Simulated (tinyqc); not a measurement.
Off-state leakage of single and stacked transistors: two steps of the calculation.

n-channel devices of unit width. Subthreshold current I(Vg, Vs, Vd) = I0 (T/300 K)^0.5 exp[(Vg - Vs - VT(T) - gb (Vs - Vb) + dd (Vd - Vs))/(nf Vt)] (1 - exp(-(Vd - Vs)/Vt)), VT(T) = VT - cT (T - 300 K). Gate-edge tunnelling Ig (Vd/1 V) exp(ag (Vd - 1 V)), for a gate at 0 V, and band-to-band leakage Ab u exp(-Bb/u), u = Vd - Vb + 1 V, flow at a drain held at V; both are taken as independent of T. In a stack of off transistors (all gates at 0 V) the same subthreshold current passes through each.

Inputs (values chosen for the exercise); values of the order met in bulk silicon logic transistors:
- T = 358 K (temperature)
- V = 0.8 V (supply voltage)
- VT = 0.39 V (threshold at 300 K, zero drain and body bias)
- cT = 0.6 mV/K (fall of the threshold with temperature)
- I0 = 0.27 uA/um (current at threshold at 300 K)
- nf = 1.47 (slope factor)
- dd = 0.17 (drain-induced lowering per volt)
- gb = 0.11 (rise of the threshold per volt of source-body bias)
- Ig = 0.0001 uA/um (gate-edge tunnelling current at 1 V)
- ag = 5.7 1/V (exponential slope of the gate current)
- Ab = 4 uA/(um V) (prefactor of band-to-band leakage at the drain)
- Bb = 27 V (its exponential voltage)
- Vb = -0.3 V (body voltage)

Constants: q = 1.602176634e-19 C, kB = 1.380649e-23 J/K, Vt = kB T/q. Results are converted to the units shown.

Problem 1. Leakage of one transistor. Vg = Vs = 0, Vd = V; effective threshold VT(T) - gb Vb - dd V.

Find: effective threshold; parts; total; shares.

Solution 1.

effective threshold = 0.2522 V
parts (nA/um): subthreshold 1.134, gate edge 0.02559, band-to-band 0.02190
total = 1.181 nA/um
shares (%): subthreshold 95.98, gate edge 2.166, band-to-band 1.854

The subthreshold part is the largest.

Problem 2. New Vx. Stack of two, Vx the node between them: I_low = I(0, 0, Vx), I_up = I(0, Vx, V), f = ln(I_up/I_low), f' = -(1 + gb + 2 dd)/(nf Vt) - 1/(Vt (exp(Vx/Vt) - 1)) - 1/(Vt (exp((V - Vx)/Vt) - 1)), Vx(new) = Vx - f/f'.

Vx at the start = 0.094 V

Find: I_low; I_up; f; f'; Vx after iteration 1.

Solution 2.

I_low = 0.07656 nA/um
I_up = 0.07985 nA/um
f = 0.04205
f' = -33.59 1/V
Vx after iteration 1 = 0.09525 V

Numbers from tinyqc (`OMP_NUM_THREADS=1 python tinyqc.py 2242009 2242010 out.jsonl`; about 0.03 s on one thread of a shared Intel Xeon 2.30GHz).
